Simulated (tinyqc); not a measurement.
Binding against position: donor or exciton in a quantum well (variational effective-mass method). Computed by tinyqc, a small Python program. Command: `OMP_NUM_THREADS=1 python tinyqc.py 3009978 3009979 out.jsonl welldonor walk`. One thread of a shared host (Intel(R) Xeon(R) Processor @ 2.30GHz), about 0.05 s of CPU time with the checks.

H = -nabla^2 - 2/|r - r_i| + V(z) in effective units; trial function psi = f(z) exp(-|r - r_i|/lambda), f the ground state of the well. Mass and screening are the same in well and barrier; l = L/a* is the width in effective units. Bands are flat: no polarisation or applied field.

Inputs (values chosen for the exercise, for a model semiconductor): electron mass m = 0.238 m_0; dielectric constant eps = 8.73; well width L = 3.9 nm.

Centre: donor. Barriers: infinite.

Constants: Ry = 13.605693123 eV; a_0 = 0.529177210903 angstrom.

Method:
- Ry* = Ry m/eps^2, a* = a_0 eps/m; l = L/a*.
- k = pi/l; f = cos(k z) inside and zero outside; subband energy k^2 Ry*.
- Binding E_b(lambda) = -1/lambda^2 + 4 A/(lambda B), with A = int f^2 exp(-2 s/lambda) dz, B = int f^2 exp(-2 s/lambda)(1 + 2 s/lambda) dz and s = |z - z_i|; 40 Gauss-Legendre points on each piece between the walls at z = -l/2 and l/2 and z_i.
- Each row maximises over lambda (golden section, 0.3 to 4).

l = 2.00921

Ry* = 42.4883 meV

Against position:
```
z_i/L  lambda (a*)  binding (Ry*)  binding (meV)
0.0         0.9456         1.7647         74.978
0.1         0.9612         1.6977         72.130
0.2         1.0226         1.5081         64.076
0.3         1.1730         1.2456         52.925
0.4         1.4283         1.0012         42.540
0.5         1.7059         0.8290         35.221
```

What does the comparison show, and why?

From the centre to the wall the binding falls from 74.978 to 35.221 meV, 47 % of the centre value, since the walls keep the electron away from an off-centre ion; uniform doping thus gives a band of levels 39.757 meV wide, with a peak in its density at the centre value, where the slope vanishes. Caution: so narrow a well has large confinement energy, where non-parabolicity and barrier penetration matter.

Extremes, crossings and ranges named in words are read from the listed rows.
